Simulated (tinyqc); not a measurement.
# Reflectance at normal incidence against thickness

Normal incidence on air, film (n1) and substrate (N2 = n2 - i k2): r01 = (1 - n1)/(1 + n1), r12 = (n1 - N2)/(n1 + N2), amplitude (r01 + r12 X)/(1 + r01 r12 X), X = exp(-4 pi i n1 d/lam), R its squared modulus, phase from 0 to 360 degrees.

Values chosen for this exercise: wavelength lam = 632.8 nm; index of the transparent film n1 = 1.449; index of the substrate n2 = 3.882; extinction coefficient of the substrate k2 = 0.019.

Result of one run:
```
d (nm)   R (%)  phase of the reflected amplitude (degrees)
138     14.468                                      286.32
```

What becomes of these results when the film thickness d is changed from 138 to 110 nm, all else the same?

Result of the changed run:
```
d (nm)   R (%)  phase of the reflected amplitude (degrees)
110     8.8870                                      357.19
```

The whole series:
```
d (nm)   R (%)  phase of the reflected amplitude (degrees)
0       34.850                                      179.85
28      31.834                                      149.71
55      23.820                                      115.88
82      13.819                                      69.688
110     8.8870                                      357.19
138     14.468                                      286.32
165     24.521                                      241.40
192     32.231                                      208.11
220     34.838                                      178.12
```

R goes from 34.9 through a minimum of 8.89 (at d = 110 nm among the rows listed) to 34.8 %. At a quarter wave, d = 109 nm, R = 8.88 %; for a transparent substrate it would vanish for n1 = sqrt(n2) = 1.97.

Program tinyqc, `OMP_NUM_THREADS=1 python tinyqc.py 2870143 2870144 out.jsonl`; Intel Xeon 2.30GHz, shared host, one thread, about 0.4 s.
